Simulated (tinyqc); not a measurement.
Rutherford backscattering from a thin compound film on silicon: kinematics, yields, composition and thickness. Inputs raised by 10 %, one at a time. Computed by tinyqc, a small Python program. Command: `OMP_NUM_THREADS=1 python tinyqc.py 3018846 3018847 out.jsonl rbs sens`. One thread of a shared host (Intel(R) Xeon(R) Processor @ 2.30GHz), about 0.01 s of CPU time with the checks.

Singly charged helium ions (Z1 = 2, M1 = 4.0026 u) enter at the tilt angle a1 to the normal and leave at a2 = |180 - theta - tilt| in the same plane. The film is A B_x.

Inputs (values chosen for the exercise, modelled on a helium beam on TaN):
```
quantity                                value           unit
beam energy E0                              2            MeV
scattering angle theta                    160        degrees
tilt of the sample                          0        degrees
heavy element: Z_A                         73              -
heavy element: mass M_A                 180.9              u
heavy element: stopping eps_A at 2 MeV    109  1e-15 eV cm^2
light element: Z_B                          7              -
light element: mass M_B                    14              u
light element: stopping eps_B at 2 MeV   33.7  1e-15 eV cm^2
atoms of B per atom of A, x             0.953              -
atomic density of the film               87.4         1/nm^3
film thickness d                           27             nm
collected charge                           36   microcoulomb
detector solid angle                      1.1            msr
detector resolution (FWHM)                 14            keV
```

Constants: e^2/(4 pi eps_0) = 14.39964548 eV angstrom; e = 1.602176634e-19 C.

Method:
- Kinematic factor K = [(sqrt(M^2 - M1^2 sin^2 theta) + M1 cos theta)/(M + M1)]^2.
- Surface edges lie at K E0; substrate silicon has M = 28.09 u. Mass resolution at M_A = resolution/(E0 dK/dM).
- Stopping per atom eps(E) = eps(2 MeV) (E/2 MeV)^(-0.4) (a law chosen for the exercise); Bragg rule eps_film = (eps_A + x eps_B)/(1 + x); areal density N d, with 1/nm^2 = 0.1 x 1e15/cm^2.
- Width of the signal of element i: [K_i eps(E0)/cos a1 + eps(K_i E0)/cos a2] N d; depth resolution = resolution x d/width of A; energy lost on the way in = eps(E0) N d/cos a1.
- Rutherford cross section in the laboratory frame: sigma = (Z1 Z e^2/(4 pi eps_0 4E))^2 (4/sin^4 theta) (r + cos theta)^2/r, r = sqrt(1 - (M1 sin theta/M)^2), times the screening factor 1 - 0.049 Z1 Z^(4/3)/E (E in keV); 1 angstrom^2 = 1e8 barn.
- Counts = (charge/e) x solid angle x sigma(E_mean) x areal density of the element/cos a1, E_mean = E0 - half the energy lost on the way in; 1 barn = 1e-24 cm^2. The ratio of areas returns x = (Y_B/Y_A)(sigma_A/sigma_B), with the counting error sqrt(1/Y_A + 1/Y_B).

Runs; columns: (1) input moved; (2) from; (3) to; (4) depth resolution (nm); (5) mass resolution at M_A (u); (6) counting error of x without background (%); (7) energy lost on the way in (keV):
```
(1)                                                       (2)     (3)     (4)     (5)     (6)     (7)
base run                                                    -       -  10.980  16.067  2.4719  17.051
beam energy E0 (MeV)                                        2     2.2  11.406  14.606  2.7204  16.413
atoms of B per atom of A, x                             0.953  1.0483  11.259  16.067  2.4148  16.628
atomic density of the film (1/nm^3)                      87.4   96.14   9.981  16.067  2.3559  18.756
film thickness d (nm)                                      27    29.7  10.980  16.067  2.3559  18.756
heavy element: stopping eps_A at 2 MeV (1e-15 eV cm^2)    109   119.9  10.192  16.067  2.4711  18.368
light element: stopping eps_B at 2 MeV (1e-15 eV cm^2)   33.7   37.07  10.735  16.067  2.4717  17.439
scattering angle theta (degrees)                          160     176  11.346  15.642  2.5575  17.051
```

Exponents ln(y'/y) / ln(x'/x):
```
input                                   depth resolution  mass resolution at M_A  counting error of x without background  energy lost on the way in
beam energy E0                                     0.400                  -1.000                                   1.005                     -0.400
atoms of B per atom of A, x                        0.264                   0.000                                  -0.245                     -0.264
atomic density of the film                        -1.000                   0.000                                  -0.504                      1.000
film thickness d                                   0.000                   0.000                                  -0.504                      1.000
heavy element: stopping eps_A at 2 MeV            -0.781                   0.000                                  -0.003                      0.781
light element: stopping eps_B at 2 MeV            -0.236                   0.000                                  -0.001                      0.236
scattering angle theta                             0.344                  -0.281                                   0.357                      0.000
```

Which inputs matter most for each result?

Among the inputs moved here: depth resolution answers most in size to atomic density of the film (exponent -1.000), next to heavy element: stopping eps_A at 2 MeV (-0.781); its exponent is below 0.0005 for film thickness d. Its exponent +0.400 in beam energy E0: the chosen stopping law. Its exponent -1.000 in atomic density of the film: the method measures atoms per area, so depth needs the density. Mass resolution at M_A answers most in size to beam energy E0 (exponent -1.000), next to scattering angle theta (-0.281); its exponent is below 0.0005 for atoms of B per atom of A, x, atomic density of the film, film thickness d, heavy element: stopping eps_A at 2 MeV, light element: stopping eps_B at 2 MeV. Its exponent -1.000 in beam energy E0: edges spread in proportion to E0. Counting error of x without background answers most in size to beam energy E0 (exponent +1.005), next to atomic density of the film (-0.504). Its exponent +1.005 in beam energy E0: sigma falls as 1/E^2 and the error goes as its inverse root. Its exponent -0.504 in film thickness d: counting statistics. Energy lost on the way in answers most in size to film thickness d (exponent +1.000), and about equally to atomic density of the film (+1.000); its exponent is below 0.0005 for scattering angle theta.
